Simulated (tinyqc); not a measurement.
Ion implantation: universal nuclear stopping, Lindhard-Scharff electronic stopping and a Gaussian range profile: one step, computed by the program tinyqc.

An ion slows by elastic collisions with screened nuclei and by friction with electrons; channelling is ignored and the target is uniform.

Problem. Gaussian profile. C(x) = C_p exp(-(x - R_p)^2/(2 dR_p^2)) with C_p = Q/(sqrt(2 pi) dR_p), 1 nm = 1e-7 cm; the profile falls to the background at x_j = R_p + dR_p sqrt(2 ln(C_p/C_B)); the peak atomic fraction is C_p/N.

Inputs (values chosen for the exercise, modelled on nitrogen ions in copper):

| quantity | value | unit |
|---|---|---|
| ion mass M1 | 14 | u |
| target mass M2 | 63.55 | u |
| target density N | 84.9 | 1/nm^3 |
| dose Q | 3.7e+14 | 1/cm^2 |
| background C_B | 2.7e+16 | 1/cm^3 |

straggle dR_p = 4.159466 nm

projected range R_p = 16.22142 nm

Give: peak concentration C_p; depth x_j where C falls to C_B; peak atomic fraction.

Solution.

peak concentration C_p = 3.5487e+20 1/cm^3

Depth x_j where C falls to C_B = 34.337 nm

peak atomic fraction = 0.0041799

Caution: the estimates of R_p and dR_p assume mainly nuclear stopping and an ion not much lighter than the target; here they are rough, and for light ions in heavy targets the straggle can be low by a factor of two or more.
